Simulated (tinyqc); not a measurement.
# Undoped gate-all-around wire MOSFET, analytic charge model: effect of the temperature

An undoped round wire of radius R under an insulator shell and a surrounding gate; long channel, electrons only, n = ni exp((psi - V)/Vt) with V the quasi-Fermi potential (0 at the source, Vd at the drain), constant mobility, no quantisation. The radial Poisson equation gives n(r) = n(0)/(1 - (1 - b) r^2/R^2)^2 with b = Q0/(Q + Q0). Q is the electron charge per area of the wire surface.

Nc and Nv are given at 293 K and scale as (T/293 K)^1.5; Eg and mu are held fixed. ni = sqrt(Nc Nv) exp(-Eg/(2 Vt)), Eg in volts; Cox = eps0 eox/(R ln(1 + tox/R)); Q0 = 4 eps0 eps_r Vt/R; V0 = dphi + Vt ln[8 eps0 eps_r Vt/(q ni R^2)]. Q solves Vg - V0 - V = Q/Cox + Vt ln(Q/Q0) + Vt ln(1 + Q/Q0). I = mu (2 pi R/L)[2 Vt (Qs - Qd) + (Qs^2 - Qd^2)/(2 Cox) + Vt Q0 ln((Qd + Q0)/(Qs + Q0))], with Qs at V = 0 and Qd at V = Vd.  I(low) is taken at Vg = 0.36 V, Qs and I(high) at Vg = 1.11 V.

Values chosen for this exercise; material values close to those of silicon:
- Eg = 1.11 eV (band gap)
- eps_r = 11.6 (relative permittivity of the semiconductor)
- Nc = 2.7e19 cm^-3 (conduction-band density of states at the reference temperature)
- Nv = 2.58e19 cm^-3 (valence-band density of states at the reference temperature)
- eox = 8.91 (relative permittivity of the gate insulator)
- tox = 3.9 nm (insulator thickness)
- R = 8 nm (wire radius)
- dphi = 0.12 V (gate work function less that of the intrinsic body)
- mu = 160 cm^2/(V s) (channel mobility)
- L = 2 um (gate length)
- Vd = 0.05 V (drain voltage)

Constants: q = 1.602176634e-19 C, kB = 1.380649e-23 J/K, Vt = kB T/q, eps0 = 8.8541878128e-14 F/cm where lengths are in cm. Results are converted to the units shown.

Result of one run:

| V0 (V) | I(low) (nA) | Qs(high) (nC/cm^2) | I(high) (uA) |
|---|---|---|---|
| 0.5976 | 0.004365 | 988.3 | 0.1878 |

Which temperature T gave this result: 220, 310, 340 or 400 K?

T = 340 K.

The whole series:

| T (K) | V0 (V) | I(low) (nA) | Qs(high) (nC/cm^2) | I(high) (uA) |
|---|---|---|---|---|
| 220 | 0.6290 | 4.737e-6 | 973.2 | 0.1843 |
| 250 | 0.6214 | 4.651e-5 | 974.8 | 0.1847 |
| 280 | 0.6136 | 2.867e-4 | 978.1 | 0.1855 |
| 310 | 0.6056 | 0.001266 | 982.6 | 0.1865 |
| 340 | 0.5976 | 0.004365 | 988.3 | 0.1878 |
| 370 | 0.5894 | 0.01246 | 995.0 | 0.1892 |
| 400 | 0.5811 | 0.03067 | 1003 | 0.1909 |
| 430 | 0.5727 | 0.06704 | 1011 | 0.1926 |

As T goes from 220 to 430 K, I(low) rises from 4.74e-6 to 0.0670 nA and I(high) rises from 0.184 to 0.193 uA. V0 falls from 0.629 to 0.573 V. In every row the surface density at the source at the higher gate voltage passes 0.3 Nc, where Boltzmann statistics fail. In every row the mobility is held fixed, though a real one changes with T.

tinyqc, about 0.02 s, one thread, Intel Xeon 2.30GHz (shared host): `OMP_NUM_THREADS=1 python tinyqc.py 2460042 2460043 out.jsonl`
